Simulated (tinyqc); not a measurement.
## Frequency dispersion of an accumulation capacitance by border traps, distributed model: effect of the decay constant of the wave function in the insulator

Traps spread evenly through the insulator exchange electrons with the semiconductor by tunnelling, with tau(x) = t0 exp(2 ka x) at depth x from the interface. The admittance per area Y seen at depth x obeys dY/dx = -Y^2/(i w eps0 eox) + q Nb ln(1 + i w tau)/tau, with Y(0) = i w Cs and w = 2 pi f; the gate sees Y(tox) = G + i w C. Working variable y = Y/(i w), in uF/cm^2. Cox = eps0 eox/tox.

Cox; trap-free value 1/(1/Cox + 1/Cs); response depth d = ln(1/(w t0))/(2 ka), where w tau = 1; lumped estimate: all traps within d act as C_bt = q Nb d placed at d/2, so C = 1/{1/[1/(1/Cs + d/(2 eps0 eox)) + C_bt] + (tox - d/2)/(eps0 eox)}. C and G from a fine integration; dispersion -d C/d log10 f over C, from f times and over 1.1. For a broad spread of time constants G/w is close to -(pi/2) dC/d ln w.

Parameters, values chosen for the exercise; permittivity close to that of zirconium oxide: relative permittivity of the insulator eox = 21.9; insulator thickness tox = 5.2 nm; semiconductor capacitance in accumulation Cs = 0.52 uF/cm^2; density of border traps Nb = 1.9e19 cm^-3 eV^-1; time constant of a trap at the interface t0 = 7e-9 s; frequency f = 1e5 Hz.

Constants: q = 1.602176634e-19 C, eps0 = 8.8541878128e-14 F/cm where lengths are in cm. Results are converted to the units shown.

The same in every row: trap-free C (uF/cm^2) = 0.4564.

Result of one run:

| ka (1/nm) | d (nm) | C (uF/cm^2) | G/w (uF/cm^2) | dispersion (% a decade) | -(pi/2) dC/d ln w (uF/cm^2) | lumped C (uF/cm^2) |
|---|---|---|---|---|---|---|
| 2.5 | 1.085 | 0.7475 | 0.06901 | 13.53 | 0.06898 | 0.7010 |

What becomes of these results when the decay constant of the wave function in the insulator ka is changed from 2.5 to 3.2 1/nm, all else the same?

Result of the changed run:

| ka (1/nm) | d (nm) | C (uF/cm^2) | G/w (uF/cm^2) | dispersion (% a decade) | -(pi/2) dC/d ln w (uF/cm^2) | lumped C (uF/cm^2) |
|---|---|---|---|---|---|---|
| 3.2 | 0.8479 | 0.6849 | 0.05421 | 11.60 | 0.05422 | 0.6488 |

The whole series:

| ka (1/nm) | d (nm) | C (uF/cm^2) | G/w (uF/cm^2) | dispersion (% a decade) | -(pi/2) dC/d ln w (uF/cm^2) | lumped C (uF/cm^2) |
|---|---|---|---|---|---|---|
| 2.5 | 1.085 | 0.7475 | 0.06901 | 13.53 | 0.06898 | 0.7010 |
| 3.2 | 0.8479 | 0.6849 | 0.05421 | 11.60 | 0.05422 | 0.6488 |
| 3.9 | 0.6957 | 0.6446 | 0.04475 | 10.18 | 0.04477 | 0.6151 |
| 4.6 | 0.5898 | 0.6165 | 0.03814 | 9.075 | 0.03817 | 0.5914 |
| 5.3 | 0.5119 | 0.5957 | 0.03325 | 8.190 | 0.03328 | 0.5739 |
| 6 | 0.4522 | 0.5797 | 0.02948 | 7.463 | 0.02951 | 0.5604 |
| 6.7 | 0.4050 | 0.5670 | 0.02649 | 6.855 | 0.02652 | 0.5497 |
| 7.4 | 0.3667 | 0.5566 | 0.02405 | 6.340 | 0.02407 | 0.5410 |

As ka goes from 2.5 to 7.4, C falls from 0.748 to 0.557 uF/cm^2, the dispersion falls from 13.5 to 6.34 % a decade and G/w falls from 0.0690 to 0.0240 uF/cm^2. The lumped estimate is 6.2 % below C in the first row and 2.8 % below it in the last.

tinyqc, about 0.4 s, one thread, Intel Xeon 2.30GHz (shared host): `OMP_NUM_THREADS=1 python tinyqc.py 2202214 2202215 out.jsonl`
